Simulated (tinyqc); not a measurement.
Thickness from the minima: X-ray reflectivity of a thin film on silicon: critical angles, Parratt recursion, fringes and roughness. Computed by tinyqc, a small Python program. Command: `OMP_NUM_THREADS=1 python tinyqc.py 3120818 3120819 out.jsonl xrr walk`. One thread of a shared host (Intel(R) Xeon(R) Processor @ 2.30GHz), about 0.01 s of CPU time with the checks.

n = 1 - delta + i beta; the classical electron radius is r_e = 2.8179403e-6 nm. Layer 0 is vacuum, 1 the film, 2 the substrate.

Inputs (values chosen for the exercise, modelled on copper on silicon, copper K-alpha radiation):
```
quantity,value,unit
wavelength lambda,0.15406,nm
film density rho,8.44,g/cm^3
"effective electrons per unit mass, film",0.454,mol/g
"beta/delta, film",0.022,-
film thickness d,19.3,nm
roughness of the surface sigma_1,1,nm
roughness of the interface sigma_2,0.52,nm
substrate density,2.33,g/cm^3
"effective electrons per unit mass, substrate",0.507,mol/g
"beta/delta, substrate",0.023,-
grazing angle theta,1.12,degrees
```

Constants: N_A = 6.02214076e+23 1/mol.

Method:
- delta = r_e lambda^2 rho_e/(2 pi), rho_e = density x electrons per mass x N_A; critical angle sqrt(2 delta), q_c = 4 sqrt(pi r_e rho_e).
- k_j = (2 pi/lambda) sqrt(sin^2 theta - 2 delta_j + 2 i beta_j); r_ij = (k_i - k_j)/(k_i + k_j) x exp(-2 k_i k_j sigma^2) (Nevot-Croce); r = (r_01 + r_12 p)/(1 + r_01 r_12 p), p = exp(2 i k_1 d); R = |r|^2.
- Far above the critical angle the period is d theta = lambda/(2 d), or 2 pi/d in q; the envelope runs between (|r_01| - |r_12 p|)^2 and (|r_01| + |r_12 p|)^2; contrast = 2 a b/(a^2 + b^2) with a = |r_01|, b = |r_12 p|; roughness factors on the amplitudes are about exp(-q^2 sigma^2/2).
- Minima of R theta^4 are located on 6001 points over 7.5 periods, from 1.15 times the larger critical angle. With refraction, sin^2(theta_m) = 2 delta + m^2 (lambda/(2 d))^2, m integer or half-integer; the first six minima are used, and the first order is the one that minimises the largest residual of the least-squares line plus the distance of its intercept from 2 delta. Without refraction, d = lambda/(2 x mean step of sin theta).

Constants:
```
layer,rho_e (1/nm^3),delta,beta,critical angle (degrees),q_c (1/nm)
film,2307.54,2.45630e-05,5.40385e-07,0.401586,0.571710
substrate,711.40,7.57263e-06,1.74170e-07,0.222977,0.317437
```

period in theta = 0.228678 degrees

Minima:
```
order m,theta (degrees),sin^2 theta
1,0.4624,6.5129e-05
2,0.6087,1.1288e-04
3,0.7948,1.9243e-04
4,0.9986,3.0376e-04
5,1.2113,4.4690e-04
6,1.4294,6.2228e-04
```

d with refraction = 19.308 nm

d without refraction = 22.823 nm

What does the comparison show, and why?

Against d = 19.3 nm the errors are +0.04 % with and +18.26 % without refraction. The orders are integers, as r_01 and r_12 have opposite signs for a film denser than the substrate.

Extremes, crossings and ranges named in words are read from the listed rows.
